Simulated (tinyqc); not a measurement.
Off-state leakage of single and stacked transistors: subthreshold current against the height of the stack.

n-channel devices of unit width. Subthreshold current I(Vg, Vs, Vd) = I0 (T/300 K)^0.5 exp[(Vg - Vs - VT(T) - gb (Vs - Vb) + dd (Vd - Vs))/(nf Vt)] (1 - exp(-(Vd - Vs)/Vt)), VT(T) = VT - cT (T - 300 K). Gate-edge tunnelling Ig (Vd/1 V) exp(ag (Vd - 1 V)), for a gate at 0 V, and band-to-band leakage Ab u exp(-Bb/u), u = Vd - Vb + 1 V, flow at a drain held at V; both are taken as independent of T. In a stack of off transistors (all gates at 0 V) the same subthreshold current passes through each.

All n gates at 0 V, bottom source at 0 V, top drain at V; node voltages follow from equal currents.

Inputs (values chosen for the exercise); values of the order met in bulk silicon logic transistors: temperature T = 378 K; supply voltage V = 0.8 V; threshold at 300 K, zero drain and body bias VT = 0.37 V; fall of the threshold with temperature cT = 0.9 mV/K; current at threshold at 300 K I0 = 0.31 uA/um; slope factor nf = 1.36; drain-induced lowering per volt dd = 0.17; rise of the threshold per volt of source-body bias gb = 0.24; body voltage Vb = -0.6 V.

Constants: q = 1.602176634e-19 C, kB = 1.380649e-23 J/K, Vt = kB T/q. Results are converted to the units shown.

Subthreshold current against the height of the stack:
columns A: n; B: I (nA/um); C: reduction factor; D: drain voltage of the bottom device (mV); E: source voltage of the top device (mV); F: voltage across the top device (V)
```
A         B      C      D      E       F
1    0.3342  1.000  800.0      0  0.8000
2   0.02029  16.47  88.02  88.02  0.7120
3  0.009534  35.05  26.40  111.8  0.6882
4  0.006178  54.10  15.33  125.4  0.6746
5  0.004558  73.33  10.78  134.9  0.6651
6  0.003607  92.66  8.310  142.3  0.6577
```

The second transistor cuts the current by a factor of 16.5, the third by a further 2.13 and the sixth by 1.26. The top device keeps 82.2 % of the supply at n = 6, while the drain voltage of the bottom one falls to 0.255 Vt.

tinyqc, about 0.03 s, one thread, Intel Xeon 2.30GHz (shared host): `OMP_NUM_THREADS=1 python tinyqc.py 2242216 2242217 out.jsonl`
